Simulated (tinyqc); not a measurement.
A particle near a wafer in liquid: double-layer and van der Waals forces (DLVO), deposition barrier and removal: one step, computed by the program tinyqc. Command: `OMP_NUM_THREADS=1 python tinyqc.py 3111956 3111957 out.jsonl dlvo walk`. One thread of a shared host (Intel(R) Xeon(R) Processor @ 2.30GHz), about 0.01 s of CPU time with the checks.

Sphere and flat wall, Derjaguin approximation, constant potentials in the linear-superposition form, no retardation and no hydration force.

Problem. Screening. kappa^2 = 2 z^2 e^2 N_A (1000 c)/(eps eps_0 k_B T); gamma_i = tanh(z e psi_i/(4 k_B T)); Z = 64 pi eps eps_0 (k_B T/(z e))^2 gamma_1 gamma_2.

Inputs (values chosen for the exercise, of the order of those for silicon nitride on silicon in water): particle radius R = 11 nm; potential of the particle psi_1 = 18 mV; potential of the wafer psi_2 = -27 mV; salt concentration c = 0.0026 mol/L; valence z of the symmetric salt = 1; temperature T = 343 K; dielectric constant of the liquid = 63.7.

Constants: e = 1.602176634e-19 C; N_A = 6.02214076e+23 1/mol; eps_0 = 8.8541878128e-12 F/m; k_B = 1.380649e-23 J/K; k_B = 8.617333262e-05 eV/K.

Give: kappa; Debye length; gamma_1; gamma_2; Z; kappa R.

Solution.

kappa = 0.1735 1/nm

Debye length = 5.764 nm

gamma_1 = 0.1511

gamma_2 = -0.2245

Z = -3.360 pN

kappa R = 1.908

Opposite signs: the double layers attract. Caution: kappa R is not large, so the Derjaguin approximation is only rough at gaps of the order of the Debye length.
